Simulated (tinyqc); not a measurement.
Sublattice potential against complex hopping: Haldane model. Computed by the program tinyqc. 

Honeycomb lattice:
```
parameter      value
t1 (eV)     1.620000
t2 (eV)     0.230000
phi (rad)  -1.860000
```

H_AA = delta - 2 t2 sum cos(k.b + phi), H_BB = -delta - 2 t2 sum cos(k.b - phi), H_AB = -t1 (1 + exp(-i k.a1) + exp(-i k.a2)), b = a1, a2 - a1, -a2, m = 3 sqrt3 t2 sin(phi); the sign of the Chern number follows the orientation k1 then k2.

Gaps at the two valleys (eV) and Chern number of the lower band (12 x 12 mesh):
```
delta   gap 2|delta - m|  gap 2|delta + m|  Chern number
-2.062             1.833             6.415             0
-1.489             0.687             5.269             0
-0.687             0.917             3.665             1
0.000              2.291             2.291             1
0.458              3.207             1.375             1
0.859              4.009             0.573             1
1.432              5.155             0.573             0
2.291              6.873             2.291             0
```

Here |m| = 1.1455 eV. For |delta| < |m| the two valleys have masses of opposite sign and the Chern number is +/-1; one gap closes at |delta| = |m|, and beyond it the band is trivial.
